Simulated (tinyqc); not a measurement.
Planar ballistic transistor, top-of-the-barrier model: one step of the calculation.

At the top of the source barrier, states moving towards the drain are filled by the source (Fermi level 0) and states moving back by the drain (Fermi level -q Vd); nothing scatters. U is the shift of the band edge there, set by the capacitances CG, CD and CS (the total) and by the charge. Parabolic two-dimensional band; the source is grounded.

Question. Current, mean velocity and share of the gate voltage. N0 = gv m kB T/(pi hbar^2), CG = eps0 eox/tox, vT = sqrt(2 kB T/(pi m)), CS = CG/aG, n0 = n at U = 0 and Vd = 0. eta1 = -(E0 + U)/Vt, eta2 = eta1 - Vd/Vt, n = (N0/2)[F_0(eta1) + F_0(eta2)], F_0(x) = ln(1 + exp x). I = q (N0/2) vT [F_(1/2)(eta1) - F_(1/2)(eta2)] per width, F_(1/2)(x) = (2/sqrt(pi)) int_0^infinity u^(1/2)/(1 + exp(u - x)) du. Mean velocity I/(q n). CQ = (q/Vt) dn/d(eta1); the band edge follows the gate as -dU/dVg = aG/(1 + CQ/CS).

Values chosen for this exercise; mass and valleys close to those of gallium arsenide: temperature T = 150 K; effective mass m = 0.0683 m0; valley degeneracy gv = 1; relative permittivity of the gate insulator eox = 16; insulator thickness tox = 3.7 nm; gate control CG/CS aG = 0.86; band edge at the barrier top above the source Fermi level at zero bias E0 = 0.37 eV; drain voltage Vd = 0.2 V.

Constants: q = 1.602176634e-19 C, kB = 1.380649e-23 J/K, hbar = 1.054571817e-34 J s, m0 = 9.1093837015e-31 kg, Vt = kB T/q, eps0 = 8.8541878128e-14 F/cm where lengths are in cm. Results are converted to the units shown.

converged U = -0.34845231 eV

Wanted: eta1; n; I; mean velocity; CQ; -dU/dVg.

Answer.

eta1 = -1.667
n = 3.189e10 cm^-2
I = 7.628 uA/um
mean velocity = 1.493e7 cm/s
CQ = 0.3630 uF/cm^2
-dU/dVg = 0.7952 eV/V

The carriers from the source are near degeneracy (eta1 = -1.67), and the mean velocity is 1.03 times vT = sqrt(2 kB T/(pi m)) = 1.46e7 cm/s.

tinyqc, about 0.01 s, one thread, Intel Xeon 2.30GHz (shared host): `OMP_NUM_THREADS=1 python tinyqc.py 2400171 2400172 out.jsonl`
